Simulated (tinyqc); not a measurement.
MOS capacitor on an n-type substrate, surface potential from the exact charge relation: one step of the calculation.

Uniform n-type substrate, Boltzmann statistics, full ionisation, classical densities. psi is the surface potential against the body (positive when the bands bend down) and u = -psi/Vt. Traps are spread evenly over the gap and neutral at flat band, so their charge is -q Dit psi; the minority quasi-Fermi level is shifted by Vb.

Task. Newton step for the surface potential. u = -psi/Vt; F^2 = exp(-u) + u - 1 + r (exp(u) - u - 1); Qs = +sign(u) Q0 F; Cs = -dQs/dpsi = (Q0/Vt) |1 - exp(-u) + r (exp(u) - 1)|/(2 F). f = Vfb + psi + (q Dit psi - Qs)/Cox - Vg, f' = 1 + (Cs + q Dit)/Cox, psi(new) = psi - f/f'.

Inputs (values chosen for the exercise); band and dielectric values close to those of gallium nitride:
- T = 300 K (temperature)
- Dit = 0 cm^-2 eV^-1 (density of interface traps)
- Vg = 1.39 V (gate voltage against the body)

Constants: q = 1.602176634e-19 C, kB = 1.380649e-23 J/K, Vt = kB T/q. Results are converted to the units shown.

psi at the start = -0.025852000 V
Cox = 1.8174386 uF/cm^2
Vfb = 0.63561467 V
Q0 = 5.3264133 nC/cm^2
r = 2.3782995e-51

Give: u; F; Qs; Cs; f; f'; psi after iteration 1.

Result.

u = 1.0000
F = 0.60653
Qs = 3.2306 nC/cm^2
Cs = 0.10736 uF/cm^2
f = -0.78201 V
f' = 1.0591
psi after iteration 1 = 0.71254 V

Computed by the program tinyqc: `OMP_NUM_THREADS=1 python tinyqc.py 2060020 2060021 out.jsonl`, one thread of a shared Intel Xeon 2.30GHz, about 0.01 s for the whole run.
